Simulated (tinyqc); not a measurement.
What each input does: propagation of a band-gap error through k.p and effective-mass formulas.

Chain, for a gap E (the reference Eg or another value), with Ep and Dso kept: 1/me = 1 + Ep (E + 2 Dso/3)/(E (E + Dso)); g* = 2 - 2 Ep Dso/(3 E (E + Dso)); g1(E) = g1 + (Ep/3)(1/E - 1/Eg), g2(E) = g2 + (Ep/6)(1/E - 1/Eg), light hole 1/(g1 + 2 g2), heavy hole 1/(g1 - 2 g2) along [100]; optical constant ei(E) = 1 + (ei - 1)(EP/(EP + E - Eg))^2, static e0(E) = ei(E) + e0 - ei.

Donor: R = Ry me/e0^2, a_B = a0 e0/me, Mott density (0.26/a_B)^3. Nc, Nv = 2 (m kT/(4 pi c))^(3/2), c = hbar^2/2m0, ni = sqrt(Nc Nv) exp(-E/2kT). Exciton: Ry mu/e0^2 with 1/mu = 1/me + g1(E). 1 angstrom^-3 = 1e24 cm^-3.

Constants: Ry = 13.60569312 eV; a0 (Bohr radius) = 0.5291772105 angstrom; kB = 8.617333262e-05 eV/K; hbar^2/2m0 = 3.80998211 eV angstrom^2.

Parameters, chosen for this exercise (reference values near those of InSb, gap at low temperature; shifted at random, so the results belong to these values and not to a real crystal): Eg = 0.236 eV (gap at Gamma to the s-like level); Dso = 0.811 eV (spin-orbit splitting); Ep = 23 eV (Kane energy); g1 = 34.94 (Luttinger gamma1); g2 = 15.43 (gamma2); e0 = 17.02 (static dielectric constant); ei = 15.91 (optical dielectric constant); EP = 3.72 eV (mean (Penn) gap); mh = 0.6 m0 (density-of-states mass of the holes); T = 77 K (temperature); Eg2 = 0.271 eV (a wrong gap, of the size a hybrid functional can give).

All at E = Eg2.

Results for these values:
```
case  me (m0)  light hole (m0)     e0  donor (meV)  exciton (meV)  log10 ni
base   0.0155           0.0174  16.74        0.751          0.509     8.121
```

What happens to each result for T = 83.16 K, all else kept?

Answer: me does not change at the printed digits; light hole does not change at the printed digits; e0 does not change at the printed digits; donor does not change at the printed digits; exciton does not change at the printed digits; log10 ni rises from 8.121 to 8.828.

The same for each parameter in turn:
```
case            me (m0)  light hole (m0)     e0  donor (meV)  exciton (meV)  log10 ni
base             0.0155           0.0174  16.74        0.751          0.509     8.121
Eg2 = 0.293 eV   0.0166           0.0188  16.57        0.822          0.557     7.423
Dso = 0.746 eV   0.0154           0.0174  16.74        0.745          0.506     8.118
Ep = 24.84 eV    0.0143           0.0176  16.74        0.696          0.485     8.096
g1 = 37.735      0.0155           0.0166  16.74        0.751          0.494     8.121
EP = 4.018 eV    0.0155           0.0174  16.76        0.749          0.507     8.121
ei = 17.183      0.0155           0.0174  16.72        0.753          0.510     8.121
mh = 0.552 m0    0.0155           0.0174  16.74        0.751          0.509     8.093
T = 83.16 K      0.0155           0.0174  16.74        0.751          0.509     8.828
```

Program tinyqc; command `OMP_NUM_THREADS=1 python tinyqc.py 1880484 1880485 out.jsonl`; about 0.01 s on one thread of a shared Intel(R) Xeon(R) Processor @ 2.30GHz.
